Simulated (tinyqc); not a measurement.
## Surface potential of a MOS transistor: implicit equation and explicit approximations: effect of the channel-body voltage at fixed gate voltage

p-type body, charge-sheet picture, depletion and inversion only, full ionisation (an idealisation for deep acceptors), Boltzmann statistics (rough once Na exp(x - xn) passes about Nc/7). In units of Vt: xg = (Vg - Vfb)/Vt, x = psi/Vt, G = gamma/sqrt(Vt), xn = (2 phiF + Vc)/Vt. The implicit equation is (xg - x)^2 = G^2 [x - 1 + exp(x - xn)] for x above about 3. Cox = eps0 eox/tox.

ni = sqrt(Nc Nv) exp(-Eg/(2 Vt)), Eg in volts; phiF = Vt ln(Na/ni); gamma = sqrt(2 q eps0 eps_r Na)/Cox; VT = Vfb + Vt (xn + G sqrt(xn - 1)). Depletion value a = 1 + [sqrt(G^2/4 + xg - 1) - G/2]^2; inversion value b = xn + ln[(xg - xn)^2/G^2 - xn + 1] and first guess y = min(a, b) - ln(1 + exp(-|a - b|)) if a > xn + 1, else b = y = a; one second-order correction with D = exp(y - xn), p = 2 (xg - y) + G^2 (1 + D), w = (xg - y)^2 - G^2 (y - 1 + D): z = y + 2 w/(p + sqrt(p^2 - 2 (2 - G^2 D) w)), or the Newton step z = y + w/p where the root is not real. N_inv = (Cox Vt G/q) [sqrt(x - 1 + exp(x - xn)) - sqrt(x - 1)] at the root. Lambert form (Cox m Vt/q) W0[(G/(2 m sqrt(xn - 1))) exp((Vg - VT)/(m Vt))], m = 1 + G/(2 sqrt(xn - 1)). Errors under 1e-4 mV, and the linear form below VT, are printed as 0.

Parameters, values chosen for the exercise; band and dielectric values close to those of silicon: temperature T = 400 K; band gap Eg = 1.13 eV; relative permittivity eps_r = 11.8; conduction-band density of states at T Nc = 4.39e19 cm^-3; valence-band density of states at T Nv = 4.05e19 cm^-3; relative permittivity of the gate insulator (close to silicon dioxide) eox = 3.9; insulator thickness tox = 1.7 nm; acceptor density Na = 1.4e16 cm^-3; flat-band voltage Vfb = -0.5 V; gate-body voltage Vg = 0.11 V.

Constants: q = 1.602176634e-19 C, kB = 1.380649e-23 J/K, Vt = kB T/q, eps0 = 8.8541878128e-14 F/cm where lengths are in cm. Results are converted to the units shown.

Effect of the channel-body voltage at fixed gate voltage:

| Vc (V) | psi (V) | x - xn | error of y (mV) | error of z (mV) | N_inv (cm^-2) | Cox (Vg - VT)/q (cm^-2) | Lambert form (cm^-2) |
|---|---|---|---|---|---|---|---|
| 0 | 0.5841 | 0.1830 | 0.903 | 0 | 1.171e10 | 9.352e10 | 1.199e10 |
| 0.2 | 0.5850 | -5.593 | 2.85e-3 | 0 | 3.696e7 | 0 | 3.155e7 |
| 0.4 | 0.5850 | -11.40 | 0 | 0 | 1.116e5 | 0 | 8.310e4 |
| 0.6 | 0.5850 | -17.20 | 0 | 0 | 337.3 | 0 | 223.0 |
| 0.8 | 0.5850 | -23.00 | 0 | 0 | 1.019 | 0 | 0.6067 |

What does the comparison show?

As Vc goes from 0 to 0.8, psi stays near 0.585 V, x - xn falls from 0.183 to -23.0 and N_inv falls from 1.17e10 to 1.02 cm^-2. The Lambert form lies between 0.596 and 1.02 times N_inv.

Program tinyqc, `OMP_NUM_THREADS=1 python tinyqc.py 2122012 2122013 out.jsonl`; Intel Xeon 2.30GHz, shared host, one thread, about 0.01 s.
